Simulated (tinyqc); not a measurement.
Trap density from two Hall measurements.

Problem. p-type body, charge-sheet picture, full ionisation (an idealisation for deep acceptors), Boltzmann statistics for free electrons. e = Ec - EF at the surface. psi = Eg - Vt ln(Nv/Na) - e; N_dep = sqrt(2 eps0 eps_r Na (psi - Vt)/q); n_f = sqrt(N_dep^2 + 2 eps0 eps_r Vt Nc exp(-e/Vt)/q) - N_dep; Vg = Vfb + psi + q (N_dep + n_t + n_f)/Cox, Cox = eps0 eox/tox. Find e and n_t at both points and the mean trap density between them.

Values chosen for this exercise; band and dielectric values close to those of gallium nitride:
- T = 400 K (temperature)
- Eg = 3.38 eV (band gap)
- eps_r = 9.66 (relative permittivity)
- Nc = 3.56e18 cm^-3 (conduction-band density of states at T)
- Nv = 7.01e19 cm^-3 (valence-band density of states at T)
- eox = 3.9 (relative permittivity of the insulator)
- tox = 44 nm (insulator thickness)
- Na = 3.1e16 cm^-3 (acceptor density)
- Vfb = -3.01 V (flat-band voltage without trapped charge)

Constants: q = 1.602176634e-19 C, kB = 1.380649e-23 J/K, Vt = kB T/q, eps0 = 8.8541878128e-14 F/cm where lengths are in cm. Results are converted to the units shown.

Vg (V): 2.3138405  3.1562900
free sheet density from the Hall effect (cm^-2): 9.0397907e9  1.2841940e11

Solution. Each n_f fixes e; what the gate voltage holds beyond psi, N_dep and n_f is trapped; the difference quotient is the density, smeared over a few Vt.

e (eV): 0.148  0.0540
n_t (cm^-2): 1.61e11  3.93e11
mean trap density = 2.46e12 cm^-2 eV^-1

Program tinyqc, `OMP_NUM_THREADS=1 python tinyqc.py 2222206 2222207 out.jsonl`; Intel Xeon 2.30GHz, shared host, one thread, about 0.02 s.
